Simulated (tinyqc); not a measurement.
Doping from two capacitances.

Problem. An abrupt p-n junction obeys 1/C^2 = 2 (Vbi - V)/(q eps0 eps_r Ne), Ne = Na Nd/(Na + Nd), Vbi = Vt ln(Na Nd/ni^2), V the bias of the p side. Na is known to be the larger doping. Find Ne, Vbi, Na and Nd.

Values chosen for this exercise: temperature T = 450 K; relative permittivity eps_r = 15.4.

Constants: q = 1.602176634e-19 C, kB = 1.380649e-23 J/K, Vt = kB T/q, eps0 = 8.8541878128e-14 F/cm where lengths are in cm. Results are converted to the units shown.

C at V = -0.2 and -6.9 V (nF/cm^2): [35.981873, 14.838240]
ni = 2.1748206e10 cm^-3

Solution. The slope of 1/C^2 against -V gives Ne and its intercept Vbi. Then Na Nd = ni^2 exp(Vbi/Vt) and Na + Nd = Na Nd/Ne, so both are roots of one quadratic.

Ne = 1.63e16 cm^-3
Vbi = 1.17 V
Na = 3.80e17 cm^-3
Nd = 1.70e16 cm^-3

tinyqc, about 0.01 s, one thread, Intel Xeon 2.30GHz (shared host): `OMP_NUM_THREADS=1 python tinyqc.py 2000079 2000080 out.jsonl`
